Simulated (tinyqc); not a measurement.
Inside a calculation. Method: plane-wave Kohn-Sham cycle with exchange-only LDA in a layered model solid. Computed by tinyqc, a small Python program that keeps every step. Settings: points = 16, plane-wave index or count = 3, electrons = 4, k points = 3, area = 28.0, mixing = 0.1, iteration cap = 71, Pulay depth = 3. Command: `OMP_NUM_THREADS=1 python tinyqc.py 26818 26819 out.jsonl` (the two numbers bound the seeds that draw the settings). One thread of a shared host (Intel(R) Xeon(R) Processor @ 2.60GHz), about 0.02 s of CPU time with the checks. Later iterations appear only in the table of the cycle.

## Iteration 1: potential

A solid whose potential varies along x alone (atomic units):
```
parameter,value
period a,12.200000
cross-section of the cell,28.000000
electrons per cell,4
grid points,16
"plane waves -n..n, n",3
k points,3
V1 in V1 cos(2 pi x/a),-0.670000
```

density at the start, on the grid x_j = j a/N (e/bohr^3): 0.01170960  0.01170960  0.01170960  0.01170960  0.01170960  0.01170960  0.01170960  0.01170960  0.01170960  0.01170960  0.01170960  0.01170960  0.01170960  0.01170960  0.01170960  0.01170960

V_H(G) = 4 pi rho(G)/G^2 for G != 0 (uniform background); v_x = -(3 rho/pi)^(1/3); V = V_ext + V_H + v_x; Fourier components f(G_m) = (1/N) sum_j f(x_j) exp(-i G_m x_j).

Potentials on the grid (hartree):
```
x,V_ext,V_H,v_x,V
0.000000,-0.670000,0.000000,-0.223617,-0.893617
0.762500,-0.618999,0.000000,-0.223617,-0.842616
1.525000,-0.473762,0.000000,-0.223617,-0.697378
2.287500,-0.256398,0.000000,-0.223617,-0.480015
3.050000,0,0.000000,-0.223617,-0.223617
3.812500,0.256398,0.000000,-0.223617,0.032781
4.575000,0.473762,0.000000,-0.223617,0.250145
5.337500,0.618999,0.000000,-0.223617,0.395382
6.100000,0.670000,0.000000,-0.223617,0.446383
6.862500,0.618999,0.000000,-0.223617,0.395382
7.625000,0.473762,0.000000,-0.223617,0.250145
8.387500,0.256398,0.000000,-0.223617,0.032781
9.150000,0,0.000000,-0.223617,-0.223617
9.912500,-0.256398,0.000000,-0.223617,-0.480015
10.675000,-0.473762,0.000000,-0.223617,-0.697378
11.437500,-0.618999,0.000000,-0.223617,-0.842616
```

V(G_m), m = 0, 1, 2, ... (hartree): -0.223617  -0.335000  0.000000  0.000000  0.000000  0.000000  0.000000

## Iteration 1: Hamiltonian at one k

k = 0.000000 2 pi / a

H(m,m') = (k + G_m)^2/2 delta + V(G_m - G_m'), with V(-G) = V(G).

H (hartree), lower triangle:
```
,-3,-2,-1,+0,+1,+2,+3
-3,0.969966
-2,-0.335000,0.306864
-1,0.000000,-0.335000,-0.090997
+0,0.000000,0.000000,-0.335000,-0.223617
+1,0.000000,0.000000,0.000000,-0.335000,-0.090997
+2,0.000000,0.000000,0.000000,0.000000,-0.335000,0.306864
+3,0.000000,0.000000,0.000000,0.000000,0.000000,-0.335000,0.969966
```

## Iteration 1: levels at that k

Diagonalise the Hermitian matrix.

eigenvalues (hartree): -0.691396  -0.305161  0.035280  0.366337  0.491119  1.124658  1.127215

## Iteration 1: new density

Motion across x is left out: the lowest 2 band(s) hold two electrons at each of the k points (j + 1/2)/nk - 1/2. Residual R = rho(out) - rho(in); rho(new) = rho(in) + 0.1 R. rho(out) = 2/(a A nk) sum |psi|^2 with psi = sum c exp(i G x). Harris energy E = band energy - dV sum rho (V_H/2 + v_x) + (3/4) dV sum rho v_x with rho(in), dV = a A/N, band energy = (2/nk) sum of the filled levels.

rho(out) (e/bohr^3): 0.02497154  0.02789473  0.02759322  0.01736452  0.00644454  0.00150286  0.00030256  0.00007631  0.00002463  0.00007631  0.00030256  0.00150286  0.00644454  0.01736452  0.02759322  0.02789473

density after iteration 1 (e/bohr^3): 0.01303580  0.01332811  0.01329796  0.01227509  0.01118310  0.01068893  0.01056890  0.01054627  0.01054111  0.01054627  0.01056890  0.01068893  0.01118310  0.01227509  0.01329796  0.01332811

energy per cell = -1.76885252 hartree

## Iteration 2: potential

As before.

Potentials on the grid (hartree):
```
x,V_ext,V_H,v_x,V
0.000000,-0.670000,0.076725,-0.231759,-0.825034
0.762500,-0.618999,0.071662,-0.233478,-0.780816
1.525000,-0.473762,0.054983,-0.233302,-0.652081
2.287500,-0.256398,0.027371,-0.227160,-0.456187
3.050000,0,-0.004349,-0.220214,-0.224563
3.812500,0.256398,-0.032619,-0.216921,0.006858
4.575000,0.473762,-0.053657,-0.216106,0.203998
5.337500,0.618999,-0.066413,-0.215952,0.336634
6.100000,0.670000,-0.070679,-0.215917,0.383405
6.862500,0.618999,-0.066413,-0.215952,0.336634
7.625000,0.473762,-0.053657,-0.216106,0.203998
8.387500,0.256398,-0.032619,-0.216921,0.006858
9.150000,0,-0.004349,-0.220214,-0.224563
9.912500,-0.256398,0.027371,-0.227160,-0.456187
10.675000,-0.473762,0.054983,-0.233302,-0.652081
11.437500,-0.618999,0.071662,-0.233478,-0.780816
```

V(G_m), m = 0, 1, 2, ... (hartree): -0.223371  -0.302394  0.000924  0.000161  0.000338  0.000119  0.000013

## Iteration 2: Hamiltonian at one k

k = 0.000000 2 pi / a

As before.

H (hartree), lower triangle:
```
,-3,-2,-1,+0,+1,+2,+3
-3,0.970212
-2,-0.302394,0.307110
-1,0.000924,-0.302394,-0.090751
+0,0.000161,0.000924,-0.302394,-0.223371
+1,0.000338,0.000161,0.000924,-0.302394,-0.090751
+2,0.000119,0.000338,0.000161,0.000924,-0.302394,0.307110
+3,0.000013,0.000119,0.000338,0.000161,0.000924,-0.302394,0.970212
```

## Iteration 2: levels at that k

As before.

eigenvalues (hartree): -0.635528  -0.272532  0.042531  0.359454  0.457438  1.098373  1.100033

## Iteration 2: new density

B (overlaps of the stored error matrices):
```
,1,2
1,2.1995736e-03,1.9152342e-03
2,1.9152342e-03,1.6696319e-03
```

Motion across x is left out: the lowest 2 band(s) hold two electrons at each of the k points (j + 1/2)/nk - 1/2. Residual R = rho(out) - rho(in); rho(new) = rho(in) + 0.1 R; Pulay mixing then takes sum c_i of the stored mixed densities, with c from B_ij = sum R_i R_j as in DIIS. rho(out) = 2/(a A nk) sum |psi|^2 with psi = sum c exp(i G x). Harris energy E = band energy - dV sum rho (V_H/2 + v_x) + (3/4) dV sum rho v_x with rho(in), dV = a A/N, band energy = (2/nk) sum of the filled levels.

rho(out) (e/bohr^3): 0.02429508  0.02707978  0.02711336  0.01777560  0.00714102  0.00187849  0.00041772  0.00010453  0.00003753  0.00010453  0.00041772  0.00187849  0.00714102  0.01777560  0.02711336  0.02707978

DIIS coefficients: -6.340222  7.340222

density after iteration 2 (e/bohr^3): 0.02130036  0.02342214  0.02343877  0.01631259  0.00821612  0.00422187  0.00311771  0.00288180  0.00283125  0.00288180  0.00311771  0.00422187  0.00821612  0.01631259  0.02343877  0.02342214

energy per cell = -1.60238557 hartree

## Convergence

Stop when sqrt(dV sum R^2) is below 1e-8, dV = a A/N.

Course of the cycle:
```
iteration,E (hartree),norm of the residual
1,-1.76885252,2.17e-01
2,-1.60238557,1.89e-01
3,-1.14327463,6.51e-02
4,-1.22450445,9.18e-02
5,-1.19909338,1.00e-01
6,-1.13031368,1.01e-02
7,-1.12942710,3.19e-03
8,-1.12942959,2.72e-03
9,-1.12943697,1.25e-03
10,-1.12943630,1.11e-03
11,-1.12943487,2.37e-04
...,...,...
22,-1.12943447,9.37e-07
23,-1.12943447,6.74e-07
24,-1.12943447,5.41e-07
25,-1.12943447,1.81e-07
26,-1.12943447,1.62e-07
27,-1.12943447,3.78e-08
28,-1.12943447,3.28e-08
29,-1.12943447,1.87e-08
30,-1.12943447,1.50e-08
31,-1.12943447,1.26e-08
32,-1.12943447,5.68e-09
```

Converged in 32 iterations. Before convergence this energy mixes input and output and is not variational, so it may rise towards its limit.
